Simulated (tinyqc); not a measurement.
Worked calculation: thin (001) film in sp3s* tight binding with raised dangling bonds. Values are carried at full precision from step to step, so a last printed digit may differ when a step is redone from the rounded ones.

sp3s* tight binding, nearest neighbours only: anion (a) at 0, cation (c) at a/4 (1,1,1), orbitals s, px, py, pz, s* on each; k in units of 2 pi/a. With phases e_j = exp(i (pi/2) k.n_j) for n = (1,1,1), (1,-1,-1), (-1,1,-1), (-1,-1,1): g0 = (e1+e2+e3+e4)/4, g1 = (e1+e2-e3-e4)/4, g2 = (e1-e2+e3-e4)/4, g3 = (e1-e2-e3+e4)/4. The diagonal holds the levels Esa, Epa, Exa (s*) and Esc, Epc, Exc. Anion-cation block: <sa|sc> = Vss g0; <sa|xc> = Vsapc g1; <xa|sc> = -Vscpa g1; <xa|xc> = Vxx g0; <xa|yc> = <ya|xc> = Vxy g3, <xa|zc> = <za|xc> = Vxy g2, <ya|zc> = <za|yc> = Vxy g1; <s*a|xc> = Vxapc g1; <xa|s*c> = -Vpaxc g1; y and z take g2 and g3 in place of g1; s-s* and s*-s* vanish.

Values chosen for the exercise (out of a larger set: near a published set for Ge, fitted to gaps, whose masses and valley positions are rough; the L valleys, lowest in Ge, lie off zero in-plane momentum and are not seen; not measured data): p = (-5.874, 1.615, -5.874, 1.615, 6.381, 6.381, -6.783, 1.611, 4.882, 5.45, 5.45, 5.21, 5.21) eV (order Esa, Epa, Esc, Epc, Exa, Exc, Vss, Vxx, Vxy, Vsapc, Vscpa, Vxapc, Vpaxc); N = 4 (atomic planes in the small film); dl = 10 eV (shift of the dangling hybrids).

## Bulk edges along [001]

Gap at Gamma and minimum on (0,0,kz), kz from 0.5 to 1, from the bulk Ev. States at zero in-plane momentum come from this line alone.

edges (eV): Gamma 0.9050, Delta 0.7848

kz of the minimum = 0.8095 2 pi/a

## The two blocks of the small film

Planes alternate anion (a), cation (c) along [001], a/4 apart, starting with an anion; zero in-plane momentum; levels counted from the bulk Ev, the lower root of [[Epa, Vxx], [Vxx, Epc]]; no spin-orbit coupling. Block of s, pz, s*: from an anion to the cation above, Vss/2 (s,s), Vsapc/2 (s,z), -Vscpa/2 (z,s), Vxx/2 (z,z), Vxapc/2 (s*,z), -Vpaxc/2 (z,s*); to the cation below the same with the s-z and s*-z signs reversed. Block of u = (px + py)/sqrt2 and v = (px - py)/sqrt2: to the cation above (Vxx + Vxy)/2 for u and (Vxx - Vxy)/2 for v, to the cation below the reverse. Each surface atom has two dangling sp3 hybrids; raising both by dl adds (dl/2) [[1, t], [t, 1]] to its s, pz levels (t = -1 at the bottom face, +1 at the top) and dl to the one of u, v in whose plane the missing bonds lie (v for a bottom anion or a top cation, u for a top anion).

Fill them in.

s, pz, s* block (eV):
```
        sa1     za1    *a1     sc2     zc2     *c2     sa3     za3     *a3     sc4    zc4     *c4
sa1  -0.878  -5.000      0  -3.392   2.725       0       0       0       0       0      0       0
za1  -5.000   6.611      0  -2.725   0.805  -2.605       0       0       0       0      0       0
*a1       0       0  6.377       0   2.605       0       0       0       0       0      0       0
sc2  -3.392  -2.725      0  -5.878       0       0  -3.392   2.725       0       0      0       0
zc2   2.725   0.805  2.605       0   1.611       0  -2.725   0.805  -2.605       0      0       0
*c2       0  -2.605      0       0       0   6.377       0   2.605       0       0      0       0
sa3       0       0      0  -3.392  -2.725       0  -5.878       0       0  -3.392  2.725       0
za3       0       0      0   2.725   0.805   2.605       0   1.611       0  -2.725  0.805  -2.605
*a3       0       0      0       0  -2.605       0       0       0   6.377       0  2.605       0
sc4       0       0      0       0       0       0  -3.392  -2.725       0  -0.878  5.000       0
zc4       0       0      0       0       0       0   2.725   0.805   2.605   5.000  6.611       0
*c4       0       0      0       0       0       0       0  -2.605       0       0      0   6.377
```

u, v block (eV):
```
       ua1     va1     uc2     vc2     ua3     va3    uc4     vc4
ua1  1.611       0   3.247       0       0       0      0       0
va1      0  11.611       0  -1.635       0       0      0       0
uc2  3.247       0   1.611       0  -1.635       0      0       0
vc2      0  -1.635       0   1.611       0   3.247      0       0
ua3      0       0  -1.635       0   1.611       0  3.247       0
va3      0       0       0   3.247       0   1.611      0  -1.635
uc4      0       0       0       0   3.247       0  1.611       0
vc4      0       0       0       0       0  -1.635      0  11.611
```

## Levels of the small film

Diagonalise both blocks.

levels of the s, pz, s* block (eV): -11.694  -8.866  -4.328  1.178  1.445  1.699  5.447  5.730  7.875  8.115  10.756  11.083

levels of the u, v block (eV): -2.555  -1.834  -0.919  4.141  4.482  5.777  11.810  11.986

No level lies between 0 and the bulk edge 0.785 eV; confinement has widened the gap at zero in-plane momentum to 2.097 eV.

## Checks

- Lowest conduction level of 201 planes, with the dangling hybrids shifted far away, against the bulk edge: 0.7853 against 0.7848.

Run: tinyqc, `OMP_NUM_THREADS=1 python tinyqc.py 1451544 1451545 out.jsonl`; Intel(R) Xeon(R) Processor @ 2.30GHz, one thread, shared host; about 0.3 s of CPU time with all checks.
